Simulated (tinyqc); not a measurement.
# Schottky barrier on an n-type semiconductor with a surface-enhanced doping, non-linear Poisson equation by Newton steps: Capacitance-voltage profiling

One dimension, metal at x = 0, donor density C(x) = Nd + N0 exp(-x/Ls). Energies are counted from the electron Fermi level of the semiconductor and the conduction-band edge is Ec = -psi, so n = Nc exp(psi/Vt); holes follow the Fermi level of the metal, at -V, so p = Nv exp((V - psi - Eg)/Vt). Ends: psi(0) = V - phiB and psi = Vt ln(Nd/Nc) deep inside. Boltzmann statistics, full ionisation, no current, no image force in the Poisson equation.

The Poisson equation d/dx(eps0 eps_r dpsi/dx) = -q (p - n + C) is solved on a mesh of about 1000 nodes or more that ends in neutral material. C_s = q d/dV of the integral of n over x, from the linearised equation. Probed depth w = eps0 eps_r/C_s; apparent doping N_app = C_s^3/(q eps0 eps_r dC_s/dV), the derivative by central differences over +/- 0.02 V.

Parameters, values chosen for the exercise; band and dielectric values close to those of silicon:
```
symbol,value,unit,meaning
T,300,K,temperature
Eg,1.11,eV,band gap
eps_r,11.8,,relative permittivity
Nc,2.75e19,cm^-3,conduction-band density of states at T
Nv,2.65e19,cm^-3,valence-band density of states at T
Nd,2.6e16,cm^-3,donor density deep in the semiconductor
phiB,0.46,eV,barrier height
N0,1.4e17,cm^-3,extra donor density at the surface
Ls,53,nm,decay length
```

Constants: q = 1.602176634e-19 C, kB = 1.380649e-23 J/K, Vt = kB T/q, eps0 = 8.8541878128e-14 F/cm where lengths are in cm. Results are converted to the units shown.

Results:
```
V (V)	C_s (nF/cm^2)	w (nm)	N_app (cm^-3)	true C(w) (cm^-3)	|E_0| (kV/cm)
0	160	65.4	6.81e16	6.68e16	104
-1.14	50.3	208	2.93e16	2.88e16	194
-2.29	33.4	313	2.65e16	2.64e16	238
-3.43	26.6	393	2.61e16	2.61e16	271
-4.57	22.7	460	2.60e16	2.60e16	297
-6.86	18.3	572	2.60e16	2.60e16	342
-8	16.9	620	2.60e16	2.60e16	361
```

Estimate the missing row, V = -5.71 V.

Computed row:
```
V (V)	C_s (nF/cm^2)	w (nm)	N_app (cm^-3)	true C(w) (cm^-3)	|E_0| (kV/cm)
-5.71	20.1	519	2.60e16	2.60e16	321
```

With this row back in the table: C_s falls from 160 to 16.9 nF/cm^2 while the probed depth goes from 65.4 to 620 nm. The apparent doping falls from 6.81e16 to 2.60e16 cm^-3. It departs most from the true doping at that depth for V = 0 V, where it is 2.0 % above it; so the doping is read well over the depths probed.

Computed by the program tinyqc: `OMP_NUM_THREADS=1 python tinyqc.py 2020155 2020156 out.jsonl`, one thread of a shared Intel Xeon 2.30GHz, about 0.1 s for the whole run.
